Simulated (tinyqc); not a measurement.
Trap-assisted generation and recombination current of an abrupt junction. Changing the forward bias V. Computed by tinyqc, a small Python program. Command: `OMP_NUM_THREADS=1 python tinyqc.py 3001645 3001646 out.jsonl junctionleak sweep`. One thread of a shared host (Intel(R) Xeon(R) Processor @ 2.30GHz), about 0.03 s of CPU time with the checks.

Depletion approximation, flat quasi-Fermi levels across the depleted layer, long neutral regions with minority lifetimes tau_n and tau_p, full ionisation and Boltzmann statistics. Voltages in exponents stand for e V.

Inputs (values chosen for the exercise, with bands and screening modelled on germanium):
```
quantity                              value    unit
gap E_g                               0.665      eV
electron mass m_e                     0.223     m_0
valleys M_c                               4       -
hole mass m_h                         0.346     m_0
dielectric constant eps                16.2       -
acceptor density N_A                2.9e+17   cm^-3
donor density N_D                   3.1e+17   cm^-3
capture time tau_n                  1.7e-08       s
capture time tau_p                  1.7e-06       s
trap level E_t - E_i                      0      eV
electron diffusion coefficient D_n       19  cm^2/s
hole diffusion coefficient D_p          2.8  cm^2/s
temperature T                           300       K
tunnelling mass m_t                     0.2     m_0
```

Field enhancement: Hurkx tunnelling factor.

Constants: k_B = 8.617333262e-05 eV/K; m_0 = 9.1093837015e-31 kg; k_B = 1.380649e-23 J/K; h = 6.62607015e-34 J s; e = 1.602176634e-19 C; eps_0 = 8.8541878128e-12 F/m; hbar = 1.054571817e-34 J s.

Method:
- N_c = 2 M_c (2 pi m_e k_B T/h^2)^(3/2) and N_v = 2 (2 pi m_h k_B T/h^2)^(3/2), masses in units of m_0.
- n_i = sqrt(N_c N_v) exp(-E_g/2 k_B T); V_bi = (k_B T/e) ln(N_A N_D/n_i^2); diffusion saturation current J_d0 = e n_i^2 [sqrt(D_n/tau_n)/N_A + sqrt(D_p/tau_p)/N_D].
- W = sqrt(2 eps eps_0 (V_bi - V)(1/N_A + 1/N_D)/e), x_p = W N_D/(N_A + N_D), x_n = W - x_p, peak field F_m = 2 (V_bi - V)/W; reverse bias means V = -V_r.
- Both capture times are divided by 1 + Gamma, Gamma = 2 sqrt(3 pi) (F/F_G) exp((F/F_G)^2), F_G = sqrt(24 m_t (k_B T)^3)/(e hbar) (the low-field Hurkx form), F being the local field, linear in x from 0 at the edges to F_m.
- Potential from the p edge: phi = (V_bi - V) x^2/(x_p W) on the p side and (V_bi - V)[1 - (W - x)^2/(x_n W)] on the n side; p = N_A exp(-phi/k_B T), n = n_i^2 exp(V/k_B T)/p; U = (n p - n_i^2)/[tau_p (n + n_i exp(dE/k_B T)) + tau_n (p + n_i exp(-dE/k_B T))], dE = E_t - E_i, n1 = n_i exp(dE/k_B T), p1 = n_i exp(-dE/k_B T); J_t = e int U dx by the trapezoid rule on 400 intervals on each side.
- Total J = J_t + J_d0 (exp(V/k_B T) - 1); ideality n = (e/k_B T) dV/d ln J, central difference of 1 mV.

One run for each value:
```
forward bias V (V)  total forward current (A/cm^2)  recombination current in the layer (A/cm^2)  ideality factor
0.067                                   1.2906e-04                                    0.0000431           1.0179
0.120                                   8.9434e-04                                    0.0001794           1.0706
0.170                                   5.5581e-03                                    0.0005713           1.0445
0.230                                   5.2933e-02                                    0.0020792           1.0181
0.280                                   3.5771e-01                                    0.0058775           1.0078
```

Describe the trends.

Over the rows, total forward current (A/cm^2) rises from 1.29e-4 to 0.358 (exponent d ln y / d ln x 3.3 between the first rows and 9.7 between the last); recombination current in the layer (A/cm^2) rises from 4.31e-5 to 0.00588 (exponent d ln y / d ln x 2.4 between the first rows and 5.3 between the last); ideality factor goes from 1.02 through a maximum among these rows, 1.07 at 0.120, to 1.01.  Left out: 0.340, 0.390, 0.440 (the injected density, weighted by the ratio of capture times where that exceeds one, passes a tenth of the doping). Left out: 0.500 (the run failed its checks).

Extremes, crossings and ranges named in words are read from the listed rows.
